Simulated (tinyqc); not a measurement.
Carrier statistics of a doped semiconductor with parabolic bands, step by step. Values are carried at full precision from step to step, so a last printed digit may differ when a step is redone from the rounded ones.

Constants: kB = 8.617333262e-05 eV/K; hbar^2/2m0 = 3.80998211 eV angstrom^2.

Parameters, chosen for this exercise (near those of GaN; not measured data): Eg0 = 3.516 eV (gap at 0 K); al = 0.000904 eV/K (Varshni alpha); be = 830 K (Varshni beta); T = 400 K; ml = 0.2 m0 (longitudinal electron mass); mt = 0.2 m0 (transverse electron mass); Mv = 1 (equivalent valleys); mhh = 1.4 m0 (heavy-hole mass); mlh = 0.301 m0 (light-hole mass); ND = 1.6e+12 1/cm^3 (donors); NA = 1.5e+14 1/cm^3 (acceptors); ED = 0.0222 eV (donor level below Ec); EA = 0.18 eV (acceptor level above Ev).

## Gap and thermal energy

Eg(T) = Eg0 - al T^2/(T + be) (Varshni).

Eg = 3.39841 eV
kT = 0.034469 eV

The gap has shrunk by 117.6 meV from 0 K and is 98.6 kT wide.

## Effective densities of states

m_de = Mv^(2/3) (ml mt^2)^(1/3); m_dh = (mhh^(3/2) + mlh^(3/2))^(2/3); N = 2 (m kB T/(4 pi c))^(3/2) with c = hbar^2/2m0, in 1/angstrom^3; times 1e24 for 1/cm^3.

m_de = 0.2000 m0
m_dh = 1.4916 m0
Nc = 3.4556e+18 1/cm^3
Nv = 7.0379e+19 1/cm^3

The light holes supply 9.1 % of Nv, and Nc/Nv = 0.0491.

## Intrinsic density and level

With Boltzmann statistics ni = sqrt(Nc Nv) exp(-Eg/2kT) and Ei = Eg/2 + (kT/2) ln(Nv/Nc), counted from Ev.

ni = 0.00608 1/cm^3
Ei = 1.7511 eV

Ei lies 51.9 meV above midgap, towards the band with the smaller density of states.

## Neutrality by bisection

Energies are counted from Ev, so Ec = Eg. n = Nc F_1/2((EF - Eg)/kT), p = Nv F_1/2(-EF/kT), ND+ = ND/(1 + 2 exp((EF - Eg + ED)/kT)), NA- = NA/(1 + 4 exp((EA - EF)/kT)); neutrality asks p + ND+ = n + NA-. F_j(eta) = (1/Gamma(j + 1)) integral_0^infinity x^j dx/(1 + exp(x - eta)), which tends to exp(eta) for eta << 0.

Start from the bracket [-0.2 eV, Eg + 0.2 eV]; at the midpoint EF take the sign of p + ND+ - n - NA-; where it is positive EF must rise. Fourteen steps are shown.

Bisection (eV, 1/cm^3):
```
step       low     high       EF         n         p       ND+       NA-  sign
1     -0.20000  3.59841  1.69920   0.00135    0.0274  1.60e+12  1.50e+14     -
2     -0.20000  1.69920  0.74960  1.46e-15  2.53e+10  1.60e+12  1.50e+14     -
3     -0.20000  0.74960  0.27480  1.52e-21  2.43e+16  1.60e+12  1.19e+14     +
4      0.27480  0.74960  0.51220  1.49e-18  2.48e+13  1.60e+12  1.50e+14     -
5      0.27480  0.51220  0.39350  4.77e-20  7.75e+14  1.60e+12  1.49e+14     +
6      0.39350  0.51220  0.45285  2.67e-19  1.39e+14  1.60e+12  1.50e+14     -
7      0.39350  0.45285  0.42318  1.13e-19  3.28e+14  1.60e+12  1.49e+14     +
8      0.42318  0.45285  0.43801  1.73e-19  2.13e+14  1.60e+12  1.50e+14     +
9      0.43801  0.45285  0.44543  2.15e-19  1.72e+14  1.60e+12  1.50e+14     +
10     0.44543  0.45285  0.44914  2.40e-19  1.54e+14  1.60e+12  1.50e+14     +
11     0.44914  0.45285  0.45100  2.53e-19  1.46e+14  1.60e+12  1.50e+14     -
12     0.44914  0.45100  0.45007  2.46e-19  1.50e+14  1.60e+12  1.50e+14     +
13     0.45007  0.45100  0.45053  2.49e-19  1.48e+14  1.60e+12  1.50e+14     +
14     0.45053  0.45100  0.45076  2.51e-19  1.47e+14  1.60e+12  1.50e+14     -
```

Each step halves the bracket, which is 0.464 meV wide at the last row.

## The neutral state

Solve the neutrality condition for EF to convergence.

EF = 0.4506 eV
n = 2.50e-19 1/cm^3
p = 1.48e+14 1/cm^3
ND+ = 1.60e+12 1/cm^3
NA- = 1.50e+14 1/cm^3

The material is p-type; 99.8 % of the acceptors are ionised. EF lies 13.07 kT inside the gap from the valence edge, so Boltzmann statistics would serve; n p/(Nc Nv exp(-Eg/kT)) = 1.000.

## Checks

- F_1/2(1) by the trapezoid rule against adaptive quadrature: both 1.575641.
- Positive against negative charge at the solution (1/cm^3): both 1.49766e+14.

Program tinyqc; command `OMP_NUM_THREADS=1 python tinyqc.py 1652299 1652300 out.jsonl`; about 0.01 s on one thread of a shared Intel(R) Xeon(R) Processor @ 2.30GHz.
